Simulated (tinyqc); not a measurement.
Transfer-length model of a contact: effect of the contact length.

A metal contact of length d and width W on a thin layer of the same width. The metal has no resistance, the sheet resistance under it equals Rsh, and current enters the layer at the front edge x = 0.

Transfer length Lt = sqrt(rc/Rsh); front resistance Rc = (Rsh Lt/W) coth(d/Lt); end resistance Re = (Rsh Lt/W)/sinh(d/Lt).

Values chosen for this exercise:
```
symbol   value      unit                                      meaning
Rsh         24    ohm/sq  sheet resistance of the semiconductor layer
rc      2.8e-7  ohm cm^2                 specific contact resistivity
W           70        um                                contact width
```

Effect of the contact length:

| d (um) | d/Lt | Rc W (ohm um) | rc/d (ohm um) | Re/Rc |
|---|---|---|---|---|
| 0.14 | 0.12961 | 201.12 | 200.00 | 0.99166 |
| 0.23 | 0.21294 | 123.57 | 121.74 | 0.97775 |
| 0.37 | 0.34255 | 78.613 | 75.676 | 0.94407 |
| 0.62 | 0.57401 | 50.016 | 45.161 | 0.85520 |
| 1 | 0.92582 | 35.577 | 28.000 | 0.68490 |
| 1.7 | 1.5739 | 28.250 | 16.471 | 0.39741 |
| 2.9 | 2.6849 | 26.165 | 9.6552 | 0.13583 |
| 4.7 | 4.3514 | 25.932 | 5.9574 | 0.025774 |

Read the table: what changes, and by how much?

Rc W falls from 201 to 25.9 ohm um, as d^(-0.98) between the first two rows. It levels off at sqrt(rc Rsh) = 25.9 ohm um and, among the rows, is within 5 % of that from d = 2.9 um on (Lt = 1.08 um): metal beyond two transfer lengths lowers Rc by less than 4 %.

Computed by the program tinyqc: `OMP_NUM_THREADS=1 python tinyqc.py 2760138 2760139 out.jsonl`, one thread of a shared Intel Xeon 2.30GHz, about 0.01 s for the whole run.
